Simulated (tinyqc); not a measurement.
Schottky diode by thermionic emission with image-force lowering and series resistance: current against voltage.

Metal on an n-type semiconductor with one parabolic valley; V > 0 is forward bias (metal positive). I = I0 [exp(Vj/(n Vt)) - 1] with Vj = V - I Rs; I0 = S A* T^2 exp(-(phi - dphi)/Vt), the lowering dphi taken at zero bias.

A* = 4 pi q me m0 kB^2/h^3 (times 1e-4 for A/(cm^2 K^2)); Nc = 2 (2 pi me m0 kB T/h^2)^1.5 (times 1e-6 for cm^-3); xi = Vt ln(Nc/Nd), Vbi = phi - xi; surface field Em = sqrt(2 q Nd (Vbi - V - Vt)/(eps0 eps_r)); dphi = sqrt(q Em/(4 pi eps0 eps_r)). The apparent ideality is (dV/d ln I)/Vt.

Parameters, values chosen for the exercise; band and dielectric values close to those of gallium nitride:
- T = 200 K (temperature)
- me = 0.196 m0 (electron mass)
- eps_r = 9.35 (relative permittivity)
- phi = 1.3 eV (barrier height seen from the metal)
- Nd = 2.4e16 cm^-3 (donor density)
- S = 0.00041 cm^2 (area)
- n = 1.2 (ideality factor)
- Rs = 2.3 ohm (series resistance)

Constants: q = 1.602176634e-19 C, kB = 1.380649e-23 J/K, h = 6.62607015e-34 J s, m0 = 9.1093837015e-31 kg, Vt = kB T/q, eps0 = 8.8541878128e-14 F/cm where lengths are in cm. Results are converted to the units shown.

Result of one run:
```
I (A)         Vj (V)  apparent ideality
7.1970e-29  0.050000             1.0930
```

Which applied bias V gave this result: 0.05, 0.96, 1.14, 1.33 or 1.69 V?

V = 0.05 V.

The whole series:
```
V (V)       I (A)    Vj (V)  apparent ideality
0.05   7.1970e-29  0.050000             1.0930
0.23   4.7591e-25   0.23000             1.2000
0.41   2.8666e-21   0.41000             1.2000
0.6    2.8002e-17   0.60000             1.2000
0.78   1.6866e-13   0.78000             1.2000
0.96    1.0159e-9   0.96000             1.2000
1.14    6.1150e-6    1.1400             1.2008
1.33     0.013428    1.2991             2.9919
1.51     0.076091    1.3350             11.354
1.69      0.14835    1.3488             20.997
```

I rises from 7.20e-29 to 0.148 A, and the apparent ideality rises from 1.09 to 21.0, against n = 1.2. It starts below n because the -1 in the diode law still counts there. From V = 1.33 V on, I Rs exceeds n Vt and the resistance bends the curve. In 3 of the 10 rows Vj is within 3 Vt of Vbi or past it, where the depletion layer is gone and the emission formula overstates the current.

Computed by the program tinyqc: `OMP_NUM_THREADS=1 python tinyqc.py 2640061 2640062 out.jsonl`, one thread of a shared Intel Xeon 2.30GHz, about 0.01 s for the whole run.
